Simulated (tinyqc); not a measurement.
# p-n diode, drift-diffusion by the Gummel loop with Scharfetter-Gummel fluxes: effects of single changes

Abrupt junction at x = 0, p side from -Lp, n side to Ln, ohmic contacts. psi is counted from the intrinsic level; n = ni exp((psi - phin)/Vt), p = ni exp((phip - psi)/Vt). Contacts: p side psi = V - Vt ln(Na/ni), p = Na, n = ni^2/Na; n side psi = Vt ln(Nd/ni), n = Nd, p = ni^2/Nd. Constant mobilities, D = mu Vt, Boltzmann statistics, SRH recombination through a mid-gap level, U = (n p - ni^2)/(tp (n + ni) + tn (p + ni)). Current is positive from the p contact to the n contact.

Inputs (values chosen for the exercise); band and dielectric values close to those of silicon:
- T = 300 K (temperature)
- Eg = 1.12 eV (band gap)
- eps_r = 11.8 (relative permittivity)
- Nc = 2.77e19 cm^-3 (conduction-band density of states at T)
- Nv = 2.63e19 cm^-3 (valence-band density of states at T)
- Na = 7.8e16 cm^-3 (acceptor density of the p side)
- Nd = 1.5e17 cm^-3 (donor density of the n side)
- mun = 640 cm^2/(V s) (electron mobility)
- mup = 270 cm^2/(V s) (hole mobility)
- tn = 9e-10 s (SRH lifetime of electrons)
- tp = 2e-9 s (SRH lifetime of holes)
- Lp = 4 um (length of the p side)
- Ln = 4.9 um (length of the n side)
- G = 0 cm^-3 s^-1 (uniform generation rate)

Constants: q = 1.602176634e-19 C, kB = 1.380649e-23 J/K, Vt = kB T/q, eps0 = 8.8541878128e-14 F/cm where lengths are in cm. Results are converted to the units shown.

Each table varies one quantity; the others keep the values above.

## Current against voltage in the dark

ni = sqrt(Nc Nv) exp(-Eg/(2 Vt)), Eg in volts. Poisson and both continuity equations are solved self-consistently with Scharfetter-Gummel fluxes on a graded mesh of 500 nodes. J_scr is q times the integral of U between -xp and xn. Ideal diffusion current J_id = q ni^2 [Dn coth(wp/Le)/(Le Na) + Dp coth(wn/Lh)/(Lh Nd)] (exp(V/Vt) - 1), Le = sqrt(Dn tn), Lh = sqrt(Dp tp), wp = Lp - xp, wn = Ln - xn, with xp and xn from the depletion approximation (W = sqrt(2 eps0 eps_r (Vbi - V)(1/Na + 1/Nd)/q), xp = W Nd/(Na + Nd), xn = W Na/(Na + Nd), Vbi = Vt ln(Na Nd/ni^2)). Ideality factor = 0.004 V/(Vt ln[J(V + 0.004 V)/J(V)]). Here G = 0.

In this table G = 0 cm^-3 s^-1.

Current against voltage in the dark:

| V (V) | J (A/cm^2) | ideality factor | J_scr/J (%) | J_id (A/cm^2) | share recombining at the contacts (%) | larger minority/doping at -xp and xn |
|---|---|---|---|---|---|---|
| 0.17 | 1.63e-5 | 1.86 | 99.8 | 2.74e-8 | 0.0121 | 2.12e-11 |
| 0.24 | 6.91e-5 | 1.87 | 99.4 | 4.11e-7 | 0.0425 | 3.16e-10 |
| 0.3 | 2.40e-4 | 1.85 | 98.2 | 4.19e-6 | 0.124 | 3.20e-9 |
| 0.37 | 0.00107 | 1.76 | 94.1 | 6.28e-5 | 0.417 | 4.75e-8 |
| 0.44 | 0.00532 | 1.58 | 82.3 | 9.41e-4 | 1.25 | 7.05e-7 |
| 0.51 | 0.0339 | 1.33 | 58.3 | 0.0141 | 2.92 | 1.04e-5 |
| 0.58 | 0.306 | 1.14 | 30.9 | 0.212 | 4.82 | 1.53e-4 |
| 0.65 | 3.59 | 1.07 | 13.2 | 3.17 | 6.06 | 0.00218 |
| 0.72 | 41.0 | 1.23 | 5.08 | 47.6 | 7.04 | 0.0257 |

J rises from 1.63e-5 to 41.0 A/cm^2; the ideality factor moves up and down between 1.07 and 1.87. Recombination in the depleted layer carries over half of the current up to V = 0.51 V, where the factor is 1.33; it grows roughly as exp(V/2 Vt), so diffusion overtakes it. Where the factor is lowest (V = 0.65 V), J is 13 % above the ideal diffusion current.

## Effect of the SRH lifetime of holes at fixed bias

Same model as above.

In this table V = 0.4 V.

Results:

| tp (s) | J (A/cm^2) | ideality factor | J_scr/J (%) | J_id (A/cm^2) | share recombining at the contacts (%) | larger minority/doping at -xp and xn |
|---|---|---|---|---|---|---|
| 1e-11 | 0.0244 | 1.79 | 97.2 | 6.85e-4 | 0.0533 | 1.51e-7 |
| 1e-10 | 0.00799 | 1.79 | 95.9 | 3.28e-4 | 0.162 | 1.51e-7 |
| 1e-9 | 0.00281 | 1.73 | 92.3 | 2.16e-4 | 0.473 | 1.51e-7 |
| 1e-7 | 4.96e-4 | 1.39 | 65.0 | 1.73e-4 | 4.32 | 1.51e-7 |
| 1e-6 | 2.92e-4 | 1.20 | 40.8 | 1.72e-4 | 7.50 | 1.51e-7 |
| 1e-5 | 2.18e-4 | 1.09 | 20.8 | 1.72e-4 | 10.1 | 1.51e-7 |

Estimate the missing row, tp = 1e-8 s.

Computed row:

| tp (s) | J (A/cm^2) | ideality factor | J_scr/J (%) | J_id (A/cm^2) | share recombining at the contacts (%) | larger minority/doping at -xp and xn |
|---|---|---|---|---|---|---|
| 1e-8 | 0.00108 | 1.60 | 83.3 | 1.81e-4 | 1.69 | 1.51e-7 |

With this row back in the table: As tp rises from 1e-11 to 1e-5, J falls from 0.0244 to 2.18e-4 A/cm^2, the share of the depleted layer falls from 97.2 to 20.8 % and the share lost at the contacts rises from 0.0533 to 10.1 %. The exponent d ln J/d ln tp is -0.48 between the first two rows and -0.13 between the last two. J less J_scr is 0.13 % above J_id in the last row.

tinyqc, about 0.1 s, one thread, Intel Xeon 2.30GHz (shared host): `OMP_NUM_THREADS=1 python tinyqc.py 2240030 2240031 out.jsonl`
